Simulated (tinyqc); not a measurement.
# Single-junction solar cell, detailed-balance limit: where the incident power goes

Every photon above the gap Eg makes one pair and none below is absorbed; carriers thermalise at T and move without loss. Jsc = q fs X Phi(Eg, Ts); the dark current is J0 = q ge Phi(Eg, T)/ERE with the Boltzmann factor exp(V/Vt). The efficiency is the electrical power over fs X sigma Ts^4.

Photon flux above E from a black body at temperature T into a hemisphere: Phi(E, T) = A sum_k exp(-k E/th)[E^2 th/k + 2 E th^2/k^2 + 2 th^3/k^3], k = 1, 2, ..., with th = kB T/q in eV and A = 2 pi q^3/(h^3 c^2). J(V) = Jsc - J0 (exp(V/Vt) - 1); Voc = Vt ln(1 + Jsc/J0); at maximum power v = Vmp/Vt solves (1 + v) exp(v) = 1 + Jsc/J0. Pin = fs X sigma Ts^4, sigma = 2 pi^5 kB^4/(15 h^3 c^2). Power above the gap Pg = fs X A q sum_k exp(-k Eg/th)[Eg^3 a + 3 Eg^2 a^2 + 6 Eg a^3 + 6 a^4], a = th/k at Ts. Shares: Pin - Pg; Pg - Jsc Eg/q; Jsc (Eg/q - Voc); Jsc (Voc - Vmp); (Jsc - Jmp) Vmp; Jmp Vmp.

Inputs (values chosen for the exercise): cell temperature T = 280 K; temperature of the black-body sun Ts = 5778 K; share of the hemisphere filled by the sun fs = 2.16e-5; concentration X = 1000; external radiative efficiency ERE = 0.3; number of faces that emit ge = 1; band gap Eg = 2.27 eV.

Constants: q = 1.602176634e-19 C, kB = 1.380649e-23 J/K, h = 6.62607015e-34 J s, c = 299792458 m/s, Vt = kB T/q. Results are converted to the units shown.

Shares of Pin:
```
                share (%)
below the gap      69.172
thermalisation     7.2733
Eg/q to Voc        1.5422
Voc to Vmp         1.1108
Jsc to Jmp        0.24741
output             20.654
```

What do the numbers show?

The six shares add up to 100 %. The largest loss is "below the gap" with 69.2 %. The two spectral losses take 76.4 % together, more below the gap than by thermalisation: a smaller gap would shift the balance.

Numbers from tinyqc (`OMP_NUM_THREADS=1 python tinyqc.py 2820033 2820034 out.jsonl`; about 0.01 s on one thread of a shared Intel Xeon 2.30GHz).
